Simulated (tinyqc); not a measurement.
Inside a calculation (part 1 of 2). Method: RHF in the 6-31g basis, for H4, spin multiplicity 1. Computed by tinyqc, a small Python program that keeps every step (integrals from PySCF). Settings: charge = 0, multiplicity = 1, basis = 6-31g, energy threshold = 1e-10, iteration cap = 86, orthogonalisation = symmetric, start = core, DIIS depth = 0, method = RHF. Command: `OMP_NUM_THREADS=1 python tinyqc.py 25325 25326 out.jsonl` (the two numbers bound the seeds that draw the settings). One thread of a shared host (Intel(R) Xeon(R) Processor @ 2.60GHz), about 0.05 s of CPU time with the checks. Later iterations appear only in the table of the cycle.

## One-electron integrals

Geometry (angstrom):
```
atom        x        y        z
H     0.00000  0.00000  0.00000
H     0.00000  0.00000  1.00000
H     0.00000  0.00000  2.33400
H     0.00000  0.00000  3.33400
```

Basis 6-31g: exponents (1/bohr^2) and contraction coefficients of normalised primitives:
```
element  l (shell)  exponent  coefficient
H            s (1)  18.73114      0.03349
H            s (1)   2.82539      0.23473
H            s (1)   0.64012      0.81376
H            s (2)   0.16128      1.00000
```

Overlap, kinetic and nuclear-attraction integrals over the contracted functions; the nuclear repulsion is the sum of Za Zb / Rab.

nuclear repulsion = 2.0672113 hartree

overlap S, lower triangle:
```
         1H 1s    1H 2s    2H 1s    2H 2s    3H 1s    3H 2s    4H 1s    4H 2s
1H 1s  1.00000
1H 2s  0.65829  1.00000
2H 1s  0.25331  0.41172  1.00000
2H 2s  0.41172  0.74979  0.65829  1.00000
3H 1s  0.00132  0.05146  0.09634  0.28571  1.00000
3H 2s  0.05146  0.20831  0.28571  0.59902  0.65829  1.00000
4H 1s  0.00000  0.00369  0.00132  0.05146  0.25331  0.41172  1.00000
4H 2s  0.00369  0.04073  0.05146  0.20831  0.41172  0.74979  0.65829  1.00000
```

kinetic energy T (hartree), lower triangle:
```
          1H 1s     1H 2s     2H 1s     2H 2s    3H 1s    3H 2s    4H 1s    4H 2s
1H 1s   1.39568
1H 2s   0.25974   0.24192
2H 1s   0.02815   0.11133   1.39568
2H 2s   0.11133   0.14656   0.25974   0.24192
3H 1s  -0.00405  -0.01406  -0.04841   0.04976  1.39568
3H 2s  -0.01406  -0.00231   0.04976   0.09541  0.25974  0.24192
4H 1s  -0.00001  -0.00351  -0.00405  -0.01406  0.02815  0.11133  1.39568
4H 2s  -0.00351  -0.01117  -0.01406  -0.00231  0.11133  0.14656  0.25974  0.24192
```

nuclear attraction V (hartree), lower triangle:
```
          1H 1s     1H 2s     2H 1s     2H 2s     3H 1s     3H 2s     4H 1s     4H 2s
1H 1s  -2.56698
1H 2s  -1.33923  -1.48709
2H 1s  -0.61792  -0.93043  -2.80493
2H 2s  -0.87115  -1.23139  -1.49555  -1.70804
3H 1s  -0.00313  -0.11012  -0.21471  -0.63194  -2.80493
3H 2s  -0.11102  -0.35736  -0.63194  -1.03053  -1.49555  -1.70804
4H 1s   0.00000  -0.00800  -0.00313  -0.11102  -0.61792  -0.87115  -2.56698
4H 2s  -0.00800  -0.07006  -0.11012  -0.35736  -0.93043  -1.23139  -1.33923  -1.48709
```

core Hamiltonian H = T + V (hartree), lower triangle:
```
          1H 1s     1H 2s     2H 1s     2H 2s     3H 1s     3H 2s     4H 1s     4H 2s
1H 1s  -1.17130
1H 2s  -1.07949  -1.24517
2H 1s  -0.58977  -0.81910  -1.40925
2H 2s  -0.75981  -1.08483  -1.23581  -1.46612
3H 1s  -0.00719  -0.12418  -0.26312  -0.58218  -1.40925
3H 2s  -0.12508  -0.35967  -0.58218  -0.93512  -1.23581  -1.46612
4H 1s  -0.00002  -0.01151  -0.00719  -0.12508  -0.58977  -0.75981  -1.17130
4H 2s  -0.01151  -0.08123  -0.12418  -0.35967  -0.81910  -1.08483  -1.07949  -1.24517
```

## Two-electron integrals

Functions are numbered as in S; the eight-fold symmetry (ij|kl) = (ji|kl) = (kl|ij) leaves the list below.

Two-electron integrals (ij|kl) in chemists' order, unique and non-zero (hartree):
```
(11|11) 1.07657    (21|11) 0.57847    (21|21) 0.32942    (22|11) 0.58740
(22|21) 0.36130    (22|22) 0.45315    (31|11) 0.20540    (31|21) 0.11972
(31|22) 0.13549    (31|31) 0.05979    (32|11) 0.23962    (32|21) 0.14919
(32|22) 0.18944    (32|31) 0.08101    (32|32) 0.12776    (33|11) 0.51954
(33|21) 0.33258    (33|22) 0.44204    (33|31) 0.20540    (33|32) 0.35218
(33|33) 1.07657    (41|11) 0.35218    (41|21) 0.20180    (41|22) 0.22352
(41|31) 0.08101    (41|32) 0.10388    (41|33) 0.23962    (41|41) 0.12776
(42|11) 0.40723    (42|21) 0.25290    (42|22) 0.32414    (42|31) 0.10940
(42|32) 0.16439    (42|33) 0.40723    (42|41) 0.16439    (42|42) 0.25475
(43|11) 0.33258    (43|21) 0.21141    (43|22) 0.28070    (43|31) 0.11972
(43|32) 0.20180    (43|33) 0.57847    (43|41) 0.14919    (43|42) 0.25290
(43|43) 0.32942    (44|11) 0.44204    (44|21) 0.28070    (44|22) 0.37934
(44|31) 0.13549    (44|32) 0.22352    (44|33) 0.58740    (44|41) 0.18944
(44|42) 0.32414    (44|43) 0.36130    (44|44) 0.45315    (51|11) 0.00059
(51|21) 0.00038    (51|22) 0.00053    (51|31) 0.00023    (51|32) 0.00041
(51|33) 0.00125    (51|41) 0.00028    (51|42) 0.00050    (51|43) 0.00070
(51|44) 0.00075    (51|51) 1.57e-06   (52|11) 0.01443    (52|21) 0.00949
(52|22) 0.01421    (52|31) 0.00497    (52|32) 0.00982    (52|33) 0.02823
(52|41) 0.00657    (52|42) 0.01362    (52|43) 0.01770    (52|44) 0.02289
(52|51) 4.12e-05   (52|52) 0.00194    (53|11) 0.03079    (53|21) 0.02024
(53|22) 0.02999    (53|31) 0.01122    (53|32) 0.02251    (53|33) 0.06777
(53|41) 0.01422    (53|42) 0.02916    (53|43) 0.04079    (53|44) 0.04861
(53|51) 0.00010    (53|52) 0.00386    (53|53) 0.00840    (54|11) 0.07256
(54|21) 0.04775    (54|22) 0.07202    (54|31) 0.02429    (54|32) 0.04778
(54|33) 0.13496    (54|41) 0.03278    (54|42) 0.06862    (54|43) 0.08636
(54|44) 0.11689    (54|51) 0.00020    (54|52) 0.01069    (54|53) 0.02018
(54|54) 0.06115    (55|11) 0.22673    (55|21) 0.14925    (55|22) 0.22644
(55|31) 0.07347    (55|32) 0.14313    (55|33) 0.39584    (55|41) 0.10146
(55|42) 0.21395    (55|43) 0.25894    (55|44) 0.37128    (55|51) 0.00059
(55|52) 0.03922    (55|53) 0.06777    (55|54) 0.23936    (55|55) 1.07657
(61|11) 0.03922    (61|21) 0.02305    (61|22) 0.02662    (61|31) 0.01058
(61|32) 0.01454    (61|33) 0.03577    (61|41) 0.01524    (61|42) 0.02099
(61|43) 0.02155    (61|44) 0.02576    (61|51) 4.12e-05   (61|52) 0.00096
(61|53) 0.00213    (61|54) 0.00473    (61|55) 0.01443    (61|61) 0.00194
(62|11) 0.08454    (62|21) 0.05410    (62|22) 0.07459    (62|31) 0.02672
(62|32) 0.04544    (62|33) 0.12127    (62|41) 0.03680    (62|42) 0.06517
(62|43) 0.07467    (62|44) 0.09389    (62|51) 0.00016    (62|52) 0.00508
(62|53) 0.01069    (62|54) 0.02622    (62|55) 0.08454    (62|61) 0.00508
(62|62) 0.01966    (63|11) 0.11986    (63|21) 0.07765    (63|22) 0.10848
(63|31) 0.04455    (63|32) 0.08105    (63|33) 0.23936    (63|41) 0.05506
(63|42) 0.10135    (63|43) 0.13781    (63|44) 0.15380    (63|51) 0.00031
(63|52) 0.00887    (63|53) 0.02018    (63|54) 0.04402    (63|55) 0.13496
(63|61) 0.00815    (63|62) 0.03251    (63|63) 0.06115    (64|11) 0.18620
(64|21) 0.12133    (64|22) 0.17616    (64|31) 0.06137    (64|32) 0.11212
(64|33) 0.30715    (64|41) 0.08321    (64|42) 0.16081    (64|43) 0.19203
(64|44) 0.24994    (64|51) 0.00042    (64|52) 0.01654    (64|53) 0.03307
(64|54) 0.08913    (64|55) 0.30715    (64|61) 0.01180    (64|62) 0.05395
(64|63) 0.08913    (64|64) 0.16260    (65|11) 0.14925    (65|21) 0.09825
(65|22) 0.14887    (65|31) 0.04834    (65|32) 0.09373    (65|33) 0.25894
(65|41) 0.06678    (65|42) 0.13992    (65|43) 0.16849    (65|44) 0.23931
(65|51) 0.00038    (65|52) 0.02305    (65|53) 0.04079    (65|54) 0.13781
(65|55) 0.57847    (65|61) 0.00949    (65|62) 0.05410    (65|63) 0.08636
(65|64) 0.19203    (65|65) 0.32942    (66|11) 0.22644    (66|21) 0.14887
(66|22) 0.22395    (66|31) 0.07247    (66|32) 0.13652    (66|33) 0.37128
(66|41) 0.10088    (66|42) 0.20573    (66|43) 0.23931    (66|44) 0.33630
(66|51) 0.00053    (66|52) 0.02662    (66|53) 0.04861    (66|54) 0.15380
(66|55) 0.58740    (66|61) 0.01421    (66|62) 0.07459    (66|63) 0.11689
(66|64) 0.24994    (66|65) 0.36130    (66|66) 0.45315    (71|11) 6.38e-07
(71|21) 4.20e-07   (71|22) 6.23e-07   (71|31) 2.31e-07   (71|32) 4.65e-07
(71|33) 1.39e-06   (71|41) 2.95e-07   (71|42) 6.06e-07   (71|43) 8.43e-07
(71|44) 1.01e-06   (71|52) 8.04e-08   (71|53) 1.75e-07   (71|54) 4.19e-07
(71|55) 1.39e-06   (71|61) 4.39e-08   (71|62) 2.23e-07   (71|63) 4.19e-07
(71|64) 6.90e-07   (71|65) 8.43e-07   (71|66) 1.01e-06   (72|11) 0.00073
(72|21) 0.00048    (72|22) 0.00073    (72|31) 0.00023    (72|32) 0.00043
(72|33) 0.00116    (72|41) 0.00032    (72|42) 0.00067    (72|43) 0.00076
(72|44) 0.00112    (72|51) 1.70e-06   (72|52) 0.00011    (72|53) 0.00018
(72|54) 0.00065    (72|55) 0.00285    (72|61) 4.49e-05   (72|62) 0.00025
(72|63) 0.00038    (72|64) 0.00093    (72|65) 0.00168    (72|66) 0.00193
(72|72) 9.78e-06   (73|11) 0.00032    (73|21) 0.00021    (73|22) 0.00032
(73|31) 0.00011    (73|32) 0.00021    (73|33) 0.00059    (73|41) 0.00015
(73|42) 0.00031    (73|43) 0.00038    (73|44) 0.00053    (73|51) 8.95e-07
(73|52) 0.00005    (73|53) 0.00010    (73|54) 0.00031    (73|55) 0.00125
(73|61) 2.09e-05   (73|62) 0.00012    (73|63) 0.00020    (73|64) 0.00042
(73|65) 0.00070    (73|66) 0.00075    (73|72) 3.32e-06   (73|73) 1.57e-06
(74|11) 0.00943    (74|21) 0.00621    (74|22) 0.00943    (74|31) 0.00290
(74|32) 0.00541    (74|33) 0.01443    (74|41) 0.00415    (74|42) 0.00853
(74|43) 0.00949    (74|44) 0.01421    (74|51) 2.09e-05   (74|52) 0.00129
(74|53) 0.00213    (74|54) 0.00815    (74|55) 0.03577    (74|61) 0.00057
(74|62) 0.00321    (74|63) 0.00473    (74|64) 0.01180    (74|65) 0.02155
(74|66) 0.02576    (74|71) 4.39e-08   (74|72) 0.00013    (74|73) 4.12e-05
(74|74) 0.00194    (75|11) 0.04740    (75|21) 0.03120    (75|22) 0.04739
(75|31) 0.01464    (75|32) 0.02745    (75|33) 0.07347    (75|41) 0.02090
(75|42) 0.04313    (75|43) 0.04834    (75|44) 0.07247    (75|51) 0.00011
(75|52) 0.00696    (75|53) 0.01122    (75|54) 0.04455    (75|55) 0.20540
(75|61) 0.00290    (75|62) 0.01643    (75|63) 0.02429    (75|64) 0.06137
(75|65) 0.11972    (75|66) 0.13549    (75|71) 2.31e-07   (75|72) 0.00074
(75|73) 0.00023    (75|74) 0.01058    (75|75) 0.05979    (76|11) 0.06922
(76|21) 0.04557    (76|22) 0.06921    (76|31) 0.02090    (76|32) 0.03846
(76|33) 0.10146    (76|41) 0.03029    (76|42) 0.06166    (76|43) 0.06678
(76|44) 0.10088    (76|51) 0.00015    (76|52) 0.00871    (76|53) 0.01422
(76|54) 0.05506    (76|55) 0.23962    (76|61) 0.00415    (76|62) 0.02267
(76|63) 0.03278    (76|64) 0.08321    (76|65) 0.14919    (76|66) 0.18944
(76|71) 2.95e-07   (76|72) 0.00101    (76|73) 0.00028    (76|74) 0.01524
(76|75) 0.08101    (76|76) 0.12776    (77|11) 0.15872    (77|21) 0.10449
(77|22) 0.15872    (77|31) 0.04740    (77|32) 0.08650    (77|33) 0.22673
(77|41) 0.06922    (77|42) 0.13999    (77|43) 0.14925    (77|44) 0.22644
(77|51) 0.00032    (77|52) 0.01887    (77|53) 0.03079    (77|54) 0.11986
(77|55) 0.51954    (77|61) 0.00943    (77|62) 0.05073    (77|63) 0.07256
(77|64) 0.18620    (77|65) 0.33258    (77|66) 0.44204    (77|71) 6.38e-07
(77|72) 0.00246    (77|73) 0.00059    (77|74) 0.03922    (77|75) 0.20540
(77|76) 0.35218    (77|77) 1.07657    (81|11) 0.00246    (81|21) 0.00148
(81|22) 0.00179    (81|31) 0.00074    (81|32) 0.00110    (81|33) 0.00285
(81|41) 0.00101    (81|42) 0.00149    (81|43) 0.00168    (81|44) 0.00193
(81|51) 3.32e-06   (81|52) 0.00008    (81|53) 0.00018    (81|54) 0.00038
(81|55) 0.00116    (81|61) 0.00013    (81|62) 0.00039    (81|63) 0.00065
(81|64) 0.00093    (81|65) 0.00076    (81|66) 0.00112    (81|72) 3.54e-06
(81|73) 1.70e-06   (81|74) 4.49e-05   (81|75) 0.00023    (81|76) 0.00032
(81|77) 0.00073    (81|81) 9.78e-06   (82|11) 0.01266    (82|21) 0.00825
(82|22) 0.01198    (82|31) 0.00417    (82|32) 0.00762    (82|33) 0.02088
(82|41) 0.00566    (82|42) 0.01093    (82|43) 0.01306    (82|44) 0.01699
(82|51) 2.86e-05   (82|52) 0.00112    (82|53) 0.00225    (82|54) 0.00606
(82|55) 0.02088    (82|61) 0.00080    (82|62) 0.00367    (82|63) 0.00606
(82|64) 0.01105    (82|65) 0.01306    (82|66) 0.01699    (82|71) 4.69e-08
(82|72) 0.00006    (82|73) 2.86e-05   (82|74) 0.00080    (82|75) 0.00417
(82|76) 0.00566    (82|77) 0.01266    (82|81) 0.00006    (82|82) 0.00075
(83|11) 0.01887    (83|21) 0.01233    (83|22) 0.01774    (83|31) 0.00696
(83|32) 0.01321    (83|33) 0.03922    (83|41) 0.00871    (83|42) 0.01686
(83|43) 0.02305    (83|44) 0.02662    (83|51) 0.00005    (83|52) 0.00175
(83|53) 0.00386    (83|54) 0.00887    (83|55) 0.02823    (83|61) 0.00129
(83|62) 0.00572    (83|63) 0.01069    (83|64) 0.01654    (83|65) 0.01770
(83|66) 0.02289    (83|71) 8.04e-08   (83|72) 0.00008    (83|73) 4.12e-05
(83|74) 0.00096    (83|75) 0.00497    (83|76) 0.00657    (83|77) 0.01443
(83|81) 0.00011    (83|82) 0.00112    (83|83) 0.00194    (84|11) 0.05073
(84|21) 0.03332    (84|22) 0.04985    (84|31) 0.01643    (84|32) 0.03093
(84|33) 0.08454    (84|41) 0.02267    (84|42) 0.04593    (84|43) 0.05410
(84|44) 0.07459    (84|51) 0.00012    (84|52) 0.00572    (84|53) 0.01069
(84|54) 0.03251    (84|55) 0.12127    (84|61) 0.00321    (84|62) 0.01646
(84|63) 0.02622    (84|64) 0.05395    (84|65) 0.07467    (84|66) 0.09389
(84|71) 2.23e-07   (84|72) 0.00039    (84|73) 0.00016    (84|74) 0.00508
(84|75) 0.02672    (84|76) 0.03680    (84|77) 0.08454    (84|81) 0.00025
(84|82) 0.00367    (84|83) 0.00508    (84|84) 0.01966    (85|11) 0.08650
(85|21) 0.05694    (85|22) 0.08640    (85|31) 0.02745    (85|32) 0.05253
(85|33) 0.14313    (85|41) 0.03846    (85|42) 0.08021    (85|43) 0.09373
(85|44) 0.13652    (85|51) 0.00021    (85|52) 0.01321    (85|53) 0.02251
(85|54) 0.08105    (85|55) 0.35218    (85|61) 0.00541    (85|62) 0.03093
(85|63) 0.04778    (85|64) 0.11212    (85|65) 0.20180    (85|66) 0.22352
(85|71) 4.65e-07   (85|72) 0.00110    (85|73) 0.00041    (85|74) 0.01454
(85|75) 0.08101    (85|76) 0.10388    (85|77) 0.23962    (85|81) 0.00043
(85|82) 0.00762    (85|83) 0.00982    (85|84) 0.04544    (85|85) 0.12776
(86|11) 0.13999    (86|21) 0.09214    (86|22) 0.13967    (86|31) 0.04313
(86|32) 0.08021    (86|33) 0.21395    (86|41) 0.06166    (86|42) 0.12590
(86|43) 0.13992    (86|44) 0.20573    (86|51) 0.00031    (86|52) 0.01686
(86|53) 0.02916    (86|54) 0.10135    (86|55) 0.40723    (86|61) 0.00853
(86|62) 0.04593    (86|63) 0.06862    (86|64) 0.16081    (86|65) 0.25290
(86|66) 0.32414    (86|71) 6.06e-07   (86|72) 0.00149    (86|73) 0.00050
(86|74) 0.02099    (86|75) 0.10940    (86|76) 0.16439    (86|77) 0.40723
(86|81) 0.00067    (86|82) 0.01093    (86|83) 0.01362    (86|84) 0.06517
(86|85) 0.16439    (86|86) 0.25475    (87|11) 0.10449    (87|21) 0.06878
(87|22) 0.10448    (87|31) 0.03120    (87|32) 0.05694    (87|33) 0.14925
(87|41) 0.04557    (87|42) 0.09214    (87|43) 0.09825    (87|44) 0.14887
(87|51) 0.00021    (87|52) 0.01233    (87|53) 0.02024    (87|54) 0.07765
(87|55) 0.33258    (87|61) 0.00621    (87|62) 0.03332    (87|63) 0.04775
(87|64) 0.12133    (87|65) 0.21141    (87|66) 0.28070    (87|71) 4.20e-07
(87|72) 0.00148    (87|73) 0.00038    (87|74) 0.02305    (87|75) 0.11972
(87|76) 0.20180    (87|77) 0.57847    (87|81) 0.00048    (87|82) 0.00825
(87|83) 0.00949    (87|84) 0.05410    (87|85) 0.14919    (87|86) 0.25290
(87|87) 0.32942    (88|11) 0.15872    (88|21) 0.10448    (88|22) 0.15867
(88|31) 0.04739    (88|32) 0.08640    (88|33) 0.22644    (88|41) 0.06921
(88|42) 0.13967    (88|43) 0.14887    (88|44) 0.22395    (88|51) 0.00032
(88|52) 0.01774    (88|53) 0.02999    (88|54) 0.10848    (88|55) 0.44204
(88|61) 0.00943    (88|62) 0.04985    (88|63) 0.07202    (88|64) 0.17616
(88|65) 0.28070    (88|66) 0.37934    (88|71) 6.23e-07   (88|72) 0.00179
(88|73) 0.00053    (88|74) 0.02662    (88|75) 0.13549    (88|76) 0.22352
(88|77) 0.58740    (88|81) 0.00073    (88|82) 0.01198    (88|83) 0.01421
(88|84) 0.07459    (88|85) 0.18944    (88|86) 0.32414    (88|87) 0.36130
(88|88) 0.45315
```

## Orthogonalisation

S = U s U^T; symmetric (Loewdin) form X = U s^(-1/2) U^T, so that X^T S X = 1.

eigenvalues of S: 0.04390  0.15963  0.34347  0.42915  0.72847  0.95236  2.14807  3.19495

X, lower triangle:
```
          1H 1s     1H 2s     2H 1s     2H 2s     3H 1s     3H 2s     4H 1s    4H 2s
1H 1s   1.25865
1H 2s  -0.48882   1.83905
2H 1s  -0.04861   0.09351   1.28188
2H 2s  -0.00194  -1.05597  -0.62431   2.59373
3H 1s  -0.01203  -0.00926   0.01214   0.09471   1.28188
3H 2s   0.07129   0.41126   0.09471  -1.22834  -0.62431   2.59373
4H 1s  -0.00400  -0.02745  -0.01203   0.07129  -0.04861  -0.00194   1.25865
4H 2s  -0.02745  -0.13953  -0.00926   0.41126   0.09351  -1.05597  -0.48882  1.83905
```

## Starting guess

The start is the orbitals of the core Hamiltonian; D = 2 C_occ C_occ^T.

D at the start, lower triangle:
```
          1H 1s     1H 2s     2H 1s     2H 2s    3H 1s    3H 2s    4H 1s    4H 2s
1H 1s   0.17580
1H 2s   0.00398   0.00043
2H 1s   0.27607   0.00253   0.47485
2H 2s   0.31186   0.00735   0.48656   0.55347
3H 1s  -0.05988  -0.01370   0.04302  -0.11675  0.47485
3H 2s  -0.15749  -0.01533  -0.11675  -0.28940  0.48656  0.55347
4H 1s  -0.08556  -0.00865  -0.05988  -0.15749  0.27607  0.31186  0.17580
4H 2s  -0.00865  -0.00018  -0.01370  -0.01533  0.00253  0.00735  0.00398  0.00043
```

## Iteration 1: building the Fock matrix

J_ij = sum D_kl (ij|kl), K_ij = sum D_kl (ik|jl); F = H + J - 0.5 K; E = tr D H + tr D J / 2 - 0.25 tr D K + E_nn.

Coulomb J (hartree), lower triangle:
```
         1H 1s    1H 2s    2H 1s    2H 2s    3H 1s    3H 2s    4H 1s    4H 2s
1H 1s  1.65765
1H 2s  1.02469  1.33855
2H 1s  0.50766  0.83193  2.27473
2H 2s  0.69200  1.15776  1.36173  1.68034
3H 1s  0.00289  0.10684  0.20985  0.59567  2.27473
3H 2s  0.09427  0.35568  0.59567  1.04241  1.36173  1.68034
4H 1s  0.00000  0.00710  0.00289  0.09427  0.50766  0.69200  1.65765
4H 2s  0.00710  0.07087  0.10684  0.35568  0.83193  1.15776  1.02469  1.33855
```

exchange K (hartree), lower triangle:
```
          1H 1s     1H 2s    2H 1s    2H 2s    3H 1s    3H 2s    4H 1s    4H 2s
1H 1s   0.68513
1H 2s   0.59372   0.61293
2H 1s   0.63322   0.77434  1.35838
2H 2s   0.58422   0.69316  1.03711  0.95129
3H 1s   0.00167   0.09322  0.21245  0.45211  1.35838
3H 2s   0.13428   0.24498  0.45211  0.59256  1.03711  0.95129
4H 1s  -0.04449  -0.01829  0.00167  0.13428  0.63322  0.58422  0.68513
4H 2s  -0.01829   0.03123  0.09322  0.24498  0.77434  0.69316  0.59372  0.61293
```

Fock matrix F (hartree), lower triangle:
```
          1H 1s     1H 2s     2H 1s     2H 2s     3H 1s     3H 2s     4H 1s     4H 2s
1H 1s   0.14378
1H 2s  -0.35166  -0.21309
2H 1s  -0.39872  -0.37434   0.18629
2H 2s  -0.35992  -0.27364  -0.39264  -0.26143
3H 1s  -0.00514  -0.06395  -0.15950  -0.21257   0.18629
3H 2s  -0.09795  -0.12648  -0.21257  -0.18899  -0.39264  -0.26143
4H 1s   0.02223   0.00473  -0.00514  -0.09795  -0.39872  -0.35992   0.14378
4H 2s   0.00473  -0.02598  -0.06395  -0.12648  -0.37434  -0.27364  -0.35166  -0.21309
```

total energy of this density = -1.9344679 hartree
